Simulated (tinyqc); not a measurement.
What moves the results: finite square well with mass mismatch (envelope functions). A value that a table varies takes the place of the one given here.

A square well of width L and depth V0, mass mw inside and mb outside, energies from the bottom of the well, c = hbar^2/2m0. k = sqrt(mw E/c), kappa = sqrt(mb (V0 - E)/c). psi and psi'/m are continuous at the walls (BenDaniel-Duke), so level n solves k L + 2 atan[(k/mw)/(kappa/mb)] = n pi.

Non-parabolic bands: mw is replaced by mw (1 + alpha_w E) and mb by mb (1 - alpha_b (V0 - E)), in k, kappa and the matching condition alike.

Constants: hbar^2/2m0 = 3.80998211 eV angstrom^2.

Parameters, chosen for this exercise (near those of an InGaAs well in InAlAs; shifted at random, so the results belong to these values and not to a real crystal):
- V0 = 0.529 eV (barrier height)
- mw = 0.042 m0 (mass in the well)
- mb = 0.0743 m0 (mass in the barrier)
- Ls = (21, 31, 46, 69, 104, 156, 234) angstrom (widths)
- L = 135 angstrom (well width)
- alpha_w = 1.13 1/eV (non-parabolicity in the well)
- alpha_b = 0.42 1/eV (non-parabolicity in the barrier)

## Width of the well

Levels against L, beside the infinite well E1(hard) = c (pi/L)^2/mw; Pb is the probability of level 1 in the barriers; a dash marks an unbound level.

Levels:

| L (angstrom) | bound levels | E1 (eV) | E2 (eV) | E1(hard) (eV) | Pb |
|---|---|---|---|---|---|
| 21 | 1 | 0.2919 | - | 2.0302 | 0.350 |
| 31 | 1 | 0.2104 | - | 0.9316 | 0.209 |
| 46 | 2 | 0.1389 | 0.5082 | 0.4231 | 0.111 |
| 69 | 2 | 0.0837 | 0.3338 | 0.1881 | 0.052 |
| 104 | 3 | 0.0466 | 0.1874 | 0.0828 | 0.022 |
| 156 | 4 | 0.0246 | 0.0988 | 0.0368 | 0.008 |
| 234 | 6 | 0.0124 | 0.0496 | 0.0164 | 0.003 |

What can be read from the table?

The infinite well overestimates E1 by a factor 6.96 at 21 angstrom and 1.32 at 234 angstrom. The local exponent d ln E1/d ln L goes from -0.84 (first two rows) to -1.69 (last two), towards the -2 of hard walls, as Pb falls from 0.350 to 0.003. E2 - E1 is largest at 46 angstrom of the widths listed. Non-parabolicity, which grows with the level, already counts at a few tenths of an eV, and levels above about 0.5 eV lie beyond a parabolic band.

## Levels of description

The same well five ways. mb = mw: the barrier takes the mass of the well. psi' continuous: kappa holds mb but the condition drops the masses, k L + 2 atan(k/kappa) = n pi. The last column is measured against BenDaniel-Duke.

Levels (eV):

| model | E1 | E2 | E3 | E1 - E1(BDD) (meV) |
|---|---|---|---|---|
| infinite walls | 0.0491 | 0.1965 | 0.4421 | 18.0 |
| mb = mw | 0.0343 | 0.1357 | 0.2974 | 3.2 |
| BenDaniel-Duke | 0.0311 | 0.1249 | 0.2810 | 0.0 |
| psi' continuous | 0.0372 | 0.1459 | 0.3144 | 6.1 |
| non-parabolic | 0.0317 | 0.1182 | 0.2407 | 0.6 |

How do the results move?

Hard walls put E1 18.0 meV too high. Ignoring the mass step moves it by +3.2 meV and the wrong matching by +6.1 meV: with mb/mw = 1.77, continuity of psi'/m lets the slope outside be 1.77 times the slope inside, which acts like a softer wall. Non-parabolicity shifts E1 by +0.6 meV, the balance of a heavier mass in the well, which lowers it, and a lighter mass deep in the barrier, which hardens the wall. Among the finite wells the largest departure in E1 is that of the model 'psi' continuous'.

## What each parameter does

Parabolic bands. Pb is the probability of level 1 in the barriers, (A^2/kappa)/(A^2/kappa + L/2 + sin(kL)/(2k)) with A = cos(kL/2). Each row changes one parameter from the base and keeps the others.

Results:

| case | E1 (eV) | bound levels | Pb | V0 - E1 (eV) |
|---|---|---|---|---|
| base | 0.0311 | 4 | 0.0119 | 0.4979 |
| L = 121 angstrom | 0.0370 | 3 | 0.0154 | 0.4920 |
| V0 = 0.608 eV | 0.0320 | 4 | 0.0101 | 0.5760 |
| mw = 0.0378 m0 | 0.0331 | 4 | 0.0137 | 0.4959 |
| mb = 0.0594 m0 | 0.0324 | 4 | 0.0115 | 0.4966 |

What does this show?

The largest shifts from the base row, up to three for each result and ties (the steps differ in size, so this ranks the rows, not the parameters). E1 (eV): L +0.0059, mw +0.0020, mb +0.0013. bound levels: L -1; unchanged at the printed digits by V0, mw and mb. Pb: L +0.0035, V0 -0.0018, mw +0.0017. V0 - E1 (eV): V0 +0.0781, L -0.0059, mw -0.0020.

Run: tinyqc, `OMP_NUM_THREADS=1 python tinyqc.py 1282302 1282303 out.jsonl`; Intel(R) Xeon(R) Processor @ 2.30GHz, one thread, shared host; about 0.01 s of CPU time with all checks.
